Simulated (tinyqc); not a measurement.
Donor in an ellipsoidal valley (Kohn-Luttinger variational method): one step, computed by the program tinyqc.

H = -(d^2/dx^2 + d^2/dy^2) - gamma d^2/dz^2 - 2/r in units built on m_t, with gamma = m_t/m_l and z along the valley axis. One valley; no valley-orbit or central-cell term.

Question. Energy at a trial ratio. Trial function exp(-sqrt((x^2 + y^2)/a^2 + z^2/b^2)) with beta = b/a < 1: E = t/a^2 - u/a, t = (2 + gamma/beta^2)/3, u = 2 arcsin(sqrt(1 - beta^2))/sqrt(1 - beta^2); the best a is 2 t/u and E(beta) = -u^2/(4 t).

Inputs (values chosen for the exercise, modelled on silicon): trial ratio b/a = 0.87.

gamma = 0.2010695

Give: t; u; best a; E(beta).

Answer.

t = 0.75522

u = 2.0914

best a = 0.72220 a*

E(beta) = -1.4480 Ry*
